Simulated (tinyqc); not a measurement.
Effective charge: two electrons on one impurity (helium-like model).

Units Ha* = 2 Ry m/eps^2 and a* = a0 eps/m. One electron is bound by Z^2/2. Two electrons in the singlet built from exp(-a r) and exp(-b r): S = 8 (ab)^(3/2)/(a + b)^3, h_aa = a^2/2 - Z a, h_bb alike, h_ab = S (ab/2 - Z (a + b)/2), J = ab (a^2 + 3ab + b^2)/(a + b)^3, K = 20 (ab)^3/(a + b)^5, E = (h_aa + h_bb + 2 S h_ab + J + K)/(1 + S^2). For a = b this is a^2 - 2 Z a + 5a/8. Real double donors are deeper, since the central cell is left out.

Values chosen for the exercise (out of a larger set: near those of impurities in Ge; not measured data): m = 0.169 m0 (one mean mass); eps = 16 (dielectric constant); Zs = (0.98, 1.04, 1.18, 1.44, 1.84, 2.62, 4.07) (charges).

Ha* = 17.9638 meV

Binding of the first electron, of the second (-E - Z^2/2) with equal and with unequal orbitals, and U, the first less the second (unequal).

Results (meV):

| Z | first | second, equal | second, unequal | a/b | U | U/(Z Ha*) |
|---|---|---|---|---|---|---|
| 0.98 | 8.6 | -0.62 | 0.13 | 3.92 | 8.5 | 0.483 |
| 1.04 | 9.7 | -0.21 | 0.49 | 3.32 | 9.2 | 0.494 |
| 1.18 | 12.5 | 1.01 | 1.64 | 2.70 | 10.9 | 0.513 |
| 1.44 | 18.6 | 4.21 | 4.77 | 2.22 | 13.9 | 0.536 |
| 1.84 | 30.4 | 11.51 | 12.02 | 1.91 | 18.4 | 0.556 |
| 2.62 | 61.7 | 33.99 | 34.47 | 1.65 | 27.2 | 0.578 |
| 4.07 | 148.8 | 104.84 | 105.30 | 1.46 | 43.5 | 0.595 |

Equal orbitals bind a second electron only above Z = (5/16)/(1 - 1/sqrt2) = 1.067; unequal ones do so in 7 of the 7 rows. Their gain is 0.75 meV in the first row and 0.45 in the last, while the second binding grows to 105 meV, so the gain decides the matter only near Z = 1. U grows almost linearly with Z: U/(Z Ha*) goes from 0.483 to 0.595, towards 5/8, while the first binding grows as Z^2. Angular correlation is left out: at Z = 1 this function binds the second electron by 0.0133 Ha*, half the exact 0.0278.

Run: tinyqc, `OMP_NUM_THREADS=1 python tinyqc.py 1250297 1250298 out.jsonl`; Intel(R) Xeon(R) Processor @ 2.30GHz, one thread, shared host; about 0.06 s of CPU time with all checks.
